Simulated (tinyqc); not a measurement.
Coverage along the feature as the dose grows: atomic layer deposition: Langmuir saturation, growth per cycle and coating of deep features. Computed by tinyqc, a small Python program. Command: `OMP_NUM_THREADS=1 python tinyqc.py 3008161 3008162 out.jsonl ald walk`. One thread of a shared host (Intel(R) Xeon(R) Processor @ 2.30GHz), about 0.01 s of CPU time with the checks.

Precursor A sticks only on free sites, so a long enough pulse saturates; co-reactant B then frees the sites again.

Inputs (values chosen for the exercise, modelled on aluminium oxide from trimethylaluminium and water):
```
quantity                                 value    unit
precursor mass M                            72       u
site density q                             4.5  1/nm^2
sticking probability beta on free sites  0.011       -
precursor pressure p                       1.3      Pa
temperature T                              125       C
pulse time t                             0.012       s
desorption energy E_d                     1.22      eV
aspect ratio a                              23       -
```

Feature: round hole.

Constants: u = 1.6605390666e-27 kg; k_B = 1.380649e-23 J/K; k_B = 8.617333262e-05 eV/K.

Method:
- Wall flux F = p/sqrt(2 pi M k_B T); rate of filling k_a = beta F/q; desorption k_d = 1e13 exp(-E_d/(k_B T)) per second. 1/m^2 = 1e-18/nm^2.
- Temperatures in kelvin are T(C) + 273.15.
- Diffusion-limited filling (Gordon) of a round hole of diameter w: a saturation front at depth z needs dz/dt = D_K n/(z (4q/w)), with Knudsen D_K = w c/3 and F = n c/4; including the entrance and floor terms, t = (q/F)(1 + 19a/4 + 3a^2/2). Reaction-limited filling needs ln(100)/k_a at any depth, k_a = beta F/q. Flow is molecular. The front picture holds when the modulus a sqrt(beta) is well above 1.
- Depth reached by the given pulse: solve the same formula for a. Exposure = p x diffusion-limited time; 1 langmuir = 1.33322e-4 Pa s.
- Continuum model with steady gas transport: d2n/dz2 = 3 beta (1 - th) n/d_h^2 (d_h the hydraulic diameter, n = 1 at the mouth, no flux at the floor, 60 cells), d th/dt = beta F n (1 - th)/q; no desorption. Times are multiples of the larger of the Gordon time and ln(100)/k_a.

diffusion-limited time = 0.201031 s

time to 99 % without desorption, ln(100)/k_a = 0.0931253 s

flux F = 20230.1 1/(nm^2 s)

modulus = 2.41226

Coverage:
```
multiple    t (s)  top cell  quarter depth  half depth  three quarters  floor cell
0.05      0.01005     0.382          0.169       0.065           0.026       0.016
0.10      0.02010     0.619          0.321       0.134           0.056       0.036
0.20      0.04021     0.856          0.571       0.282           0.126       0.082
0.40      0.08041     0.980          0.858       0.571           0.308       0.216
0.60      0.12062     0.997          0.961       0.793           0.528       0.405
0.80      0.16082     1.000          0.991       0.921           0.744       0.635
1.00      0.20103     1.000          0.998       0.978           0.905       0.849
1.30      0.26134     1.000          1.000       0.998           0.992       0.986
```

What does the comparison show, and why?

At a multiple of 0.2 the coverage is 0.86 at the top and 0.08 at the floor. The coverage falls gradually with depth, without a sharp front. In the last row the floor reaches 0.986. Caution: the modulus is not well above 1 or the Gordon time is under three times ln(100)/k_a, so there is no sharp front: the Gordon time is only a lower bound and the reaction time must be met as well.
